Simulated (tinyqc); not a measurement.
Inside a calculation. Model: two-valley model of the transferred-electron effect. Computed by tinyqc, a small Python program that keeps every step. Command: `OMP_NUM_THREADS=1 python tinyqc.py 3012825 3012826 out.jsonl gunn walk`. One thread of a shared host (Intel(R) Xeon(R) Processor @ 2.30GHz), about 0.01 s of CPU time with the checks. Intermediate numbers are printed to about 6 digits and carried at full precision; extremes and crossings named in words are read from the listed rows.

Both kinds of valley share one electron temperature T_e, and each has a constant mobility.

Inputs (values chosen for the exercise, for a model semiconductor): central-valley mass m1 = 0.11 m_0; satellite-valley mass m2 = 0.34 m_0; satellite valleys Z = 4; valley separation dE = 0.19 eV; central-valley mobility mu1 = 3800 cm^2/(V s); satellite-valley mobility mu2 = 420 cm^2/(V s); energy relaxation time tau_E = 0.27 ps; lattice temperature T = 350 K; electric field F = 18 kV/cm; mixing = 0.05; iteration cap = 600.

Solver: damped fixed point.

Constants: k_B = 8.617333262e-05 eV/K.

## Equilibrium

Density-of-states ratio R = Z (m2/m1)^(3/2); n2/n1 = R exp(-dE/(k_B T_e)); mean mobility mu = (mu1 + mu2 n2/n1)/(1 + n2/n1); energy balance e mu F^2 = (3/2) k_B (T_e - T)/tau_E; v = mu F.

R = 21.7365

n2/n1 without field = 0.0399310

low-field mobility = 3670.22 cm^2/(V s)

dE is 6.3 k_B T, so part of the electrons sit in the satellites even without field.

## First two iterations

Fixed point from T_e = T: T_out = T + (2/3) e mu(T_e) F^2 tau_E/k_B, T_new = T_e + mixing (T_out - T_e); stop when |T_out - T_e| is below 1e-6 K.

T_out of iteration 1 = 2833.91 K

T_e after iteration 1 = 474.196 K

mu at that T_e = 3218.24 cm^2/(V s)

T_e after iteration 2 = 576.887 K

## Electron temperature

The formulas are those given above.

Course of the iteration:
```
iteration  T_e (K)  mu (cm^2/(V s))  |T_out - T_e| (K)
1           350.00          3670.22        2.48391e+03
2           474.20          3218.24        2.05383e+03
3           576.89          2710.46        1.60749e+03
4           657.26          2341.44        1.27737e+03
5           721.13          2091.84        1.04458e+03
6           773.36          1918.19        8.74825e+02
7           817.10          1792.22        7.45832e+02
...            ...              ...                ...
232        1167.58          1208.06        1.56593e-06
233        1167.58          1208.06        1.43584e-06
234        1167.58          1208.06        1.31656e-06
235        1167.58          1208.06        1.20719e-06
236        1167.58          1208.06        1.10690e-06
237        1167.58          1208.06        1.01495e-06
238        1167.58          1208.06        9.30631e-07
```

electron temperature T_e = 1167.58 K

Converged in 238 iterations.

## Velocity

The formulas are those given above.

share in the satellites = 76.6848 %

mean mobility = 1208.06 cm^2/(V s)

drift velocity = 2.17450 1e7 cm/s

## Velocity against field

The formulas are those given above.

The curve:
```
F (kV/cm)  T_e (K)  share in the satellites (%)  v (1e7 cm/s)  low-field line (1e7 cm/s)
1.8          374.4                       5.6799        0.6494                     0.6606
4.5          484.1                      18.6132        1.4269                     1.6516
9.0          710.5                      49.3914        1.9175                     3.3032
13.0         907.6                      65.6935        2.0534                     4.7713
18.0        1167.6                      76.6848        2.1745                     6.6064
25.0        1586.3                      84.4095        2.3674                     9.1755
36.0        2424.9                      89.7498        2.7592                    13.2128
54.0        4366.4                      92.9171        3.5608                    19.8192
90.0       10526.0                      94.6319        5.4130                    33.0319
180.0      39387.9                      95.3603       10.3828                    66.0639
```

v rises in every row; the share in the slow valleys goes from 5.7 to 95 %, too gradually against the field for a falling branch among these rows. With constant mobilities n2/n1 tends to R and v ends on the line (mu1 + R mu2) F/(1 + R), a mobility of 569; real satellites saturate instead. Rows with T_e above 3000 K lie outside the range of a Maxwellian in parabolic valleys.

Checks made by the program: field recovered from T_e by the energy balance (relative difference 5e-10).
